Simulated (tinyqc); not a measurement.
Binding against mu: shallow acceptor in the spherical model (Baldereschi-Lipari), strong spin-orbit limit. Computed by tinyqc, a small Python program. Command: `OMP_NUM_THREADS=1 python tinyqc.py 3006654 3006655 out.jsonl acceptor walk`. One thread of a shared host (Intel(R) Xeon(R) Processor @ 2.30GHz), about 0.01 s of CPU time with the checks.

The 1S(3/2) state has an s envelope f(r) and a d envelope g(r). In effective units they obey -(f'' + 2f'/r + 2f/r) + mu (g'' + 5g'/r + 3g/r^2) = E f and -(g'' + 2g'/r - 6g/r^2 + 2g/r) + mu (f'' - f'/r) = E g. The cubic term, the split-off band and the central cell are left out.

Inputs (values chosen for the exercise, for a model semiconductor):

| quantity | value | unit |
|---|---|---|
| Luttinger gamma_1 | 9.12 | - |
| Luttinger gamma_2 | 2.83 | - |
| Luttinger gamma_3 | 3.28 | - |
| dielectric constant eps | 6.96 | - |

Constants: Ry = 13.605693123 eV; a_0 = 0.529177210903 angstrom.

Method:
- Ry* = Ry/(gamma_1 eps^2), a* = a_0 eps gamma_1, mu = (6 gamma_3 + 4 gamma_2)/(5 gamma_1), delta = (gamma_3 - gamma_2)/gamma_1; spherical masses 1/(gamma_1 (1 - mu)) (heavy) and 1/(gamma_1 (1 + mu)) (light).
- Basis: f_i = exp(-zeta_i r), g_i = r exp(-zeta_i r), weight r^2 dr, s = zeta_i + zeta_j. S_ff = 2/s^3, H_ff = zeta_i zeta_j S_ff - 2/s^2; S_gg = 24/s^5, H_gg = 8/s^3 + 24 zeta_i zeta_j/s^5 - 12/s^4; H(f_i, g_j) = mu (6 zeta_i^2/s^4 + 2 zeta_i/s^3); S_fg = 0. Each function is normalised by sqrt(S_ii).
- Large basis: zeta_i = 0.08 x 1.55^(i-1), i = 1..20 in each channel; overlap eigenvalues below 1e-11 are dropped.

mu = 0.679825

1S(3/2):

| mu | binding (Ry*) | d weight | binding x (1 - mu) |
|---|---|---|---|
| 0.10 | 1.0091 | 0.00424 | 0.90817 |
| 0.20 | 1.0374 | 0.01702 | 0.82994 |
| 0.41 | 1.1812 | 0.07292 | 0.69690 |
| 0.50 | 1.2985 | 0.10979 | 0.64927 |
| 0.68 | 1.7676 | 0.20968 | 0.56563 |
| 0.80 | 2.5802 | 0.29828 | 0.51604 |
| 0.90 | 4.7683 | 0.38818 | 0.47683 |
| 0.95 | 9.1447 | 0.44002 | 0.45723 |

The binding grows from 1.009 to 9.14 Ry*, slowly at first (second order in mu), while the d weight rises to 0.44. The last column, the binding in units of the heavy-hole Rydberg, falls to 0.457, towards about 0.44 as mu tends to 1.
